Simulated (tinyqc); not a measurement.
Thermal, flicker and telegraph noise of a field-effect transistor. Which input was changed? Computed by tinyqc, a small Python program. Command: `OMP_NUM_THREADS=1 python tinyqc.py 3024942 3024943 out.jsonl noise which`. One thread of a shared host (Intel(R) Xeon(R) Processor @ 2.30GHz), about 0.04 s of CPU time with the checks.

Strong inversion, threshold roll-off and channel-length modulation left out; noise sources are uncorrelated and are given as one-sided spectral densities.

Inputs (values chosen for the exercise, modelled on a high-k silicon transistor):

| quantity | value | unit |
|---|---|---|
| width W | 0.96 | micrometre |
| length L | 330 | nm |
| electrical oxide thickness t | 5 | nm |
| mobility mu | 300 | cm^2/(V s) |
| saturation velocity v_s | 0.76 | 1e7 cm/s |
| overdrive V_ov | 0.59 | V |
| thermal noise factor gamma | 0.667 | - |
| oxide trap density N_t | 2.8e+17 | 1/(eV cm^3) |
| oxide barrier phi | 1.6 | eV |
| oxide mass m_ox | 0.29 | m_0 |
| Coulomb scattering coefficient alpha_sc | 31000 | V s/C |
| frequency f | 20 | Hz |
| temperature T | 200 | K |

Operating region: saturation. Flicker model: number with correlated mobility.

Constants: eps_0 = 8.8541878128e-12 F/m; hbar = 1.054571817e-34 J s; m_0 = 9.1093837015e-31 kg; e = 1.602176634e-19 C; k_B = 8.617333262e-05 eV/K; k_B = 1.380649e-23 J/K.

Method:
- C_ox = 3.9 eps_0/t; V_c = 2 v_s L/mu; I = W C_ox v_s V_ov^2/(V_ov + V_c); g_m = W C_ox v_s V_ov (V_ov + 2 V_c)/(V_ov + V_c)^2; g_d0 = mu C_ox (W/L) V_ov.
- Tunnelling length lambda = hbar/(2 sqrt(2 m_ox phi)); flat-band noise S_Vfb = e^2 k_B T lambda N_t/(W L C_ox^2 f). S_I = g_m^2 S_Vfb (1 + alpha_sc mu C_ox I/g_m)^2.
- Thermal: S_I = 4 k_B T gamma g_d0; input-referred S_V = S_I/g_m^2; corner f_c where flicker equals thermal.
- Total input noise from 1 Hz to f_c: sqrt(S_V,thermal [f_c ln(f_c/1 Hz) + f_c - 1 Hz]).

Task: One of these inputs alone was changed, within the range given: length L (165 to 660); electrical oxide thickness t (2.5 to 10); oxide trap density N_t (1.4e+17 to 5.6e+17); oxide barrier phi (0.8 to 3.2). Which one, and to what value?

Results:

| run | flicker S_I/I^2 (1/Hz) | input-referred thermal noise (nV/sqrt(Hz)) | corner frequency f_c (Hz) |
|---|---|---|---|
| before | 5.156850e-09 | 7.081205 | 2.367122e+08 |
| after | 5.466336e-09 | 7.406548 | 2.293587e+08 |

Result:

Each candidate set to reproduce flicker S_I/I^2, and what it then gives:

| candidate | range searched | value needed | input-referred thermal noise (nV/sqrt(Hz)) | corner frequency f_c (Hz) |
|---|---|---|---|---|
| length L (nm) | 165 to 660 | 309.9 | 7.0280 | 2.5836e+08 |
| electrical oxide thickness t (nm) | 2.5 to 10 | 5.470 | 7.4065 | 2.2936e+08 |
| oxide trap density N_t (1/(eV cm^3)) | 1.4e+17 to 5.6e+17 | 2.968e17 | 7.0812 | 2.5092e+08 |
| oxide barrier phi (eV) | 0.8 to 3.2 | 1.424 | 7.0812 | 2.5092e+08 |

Only electrical oxide thickness t fits every result: it went from 5 to 5.47 nm. The next best candidate, oxide barrier phi, misses one result by 9.4 %.

Caution: fewer than one trap per decade of time constant is active, so one device shows telegraph steps and the 1/f law is only a mean over many devices.
